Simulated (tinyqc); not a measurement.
Classical nucleation, growth and JMAK kinetics of crystallisation from a melt or glass: one step, computed by the program tinyqc. Command: `OMP_NUM_THREADS=1 python tinyqc.py 3023732 3023733 out.jsonl nucl walk`. One thread of a shared host (Intel(R) Xeon(R) Processor @ 2.30GHz), about 0.01 s of CPU time with the checks.

A spherical nucleus cap on a flat wall with a sharp interface of isotropic energy gamma; lambda = Omega^(1/3) is the jump distance.

Problem. Growth velocity. Driving force per volume: dG = H (T_m - T)/T_m. Growth (Wilson-Frenkel): u = (D/lambda) [1 - exp(-dG Omega/(k_B T))]. D = D0 exp(-Q/(k_B T)).

Inputs (values chosen for the exercise, for a model substance): melting point T_m = 1770 K; heat of melting per volume H = 1480 J/cm^3; interface energy gamma = 0.145 J/m^2; atomic volume Omega = 23.5 angstrom^3; temperature T = 1492 K; diffusion prefactor D0 = 3.8e-05 m^2/s; activation energy Q = 1.57 eV; contact angle theta = 110 degrees; wall area per volume S_v = 420000 1/m.

Nucleation: on a flat wall. Driving force: Turnbull (linear).

Constants: k_B = 8.617333262e-05 eV/K; k_B = 1.380649e-23 J/K.

Give: growth velocity u.

Solution.

growth velocity u = 0.15373 m/s
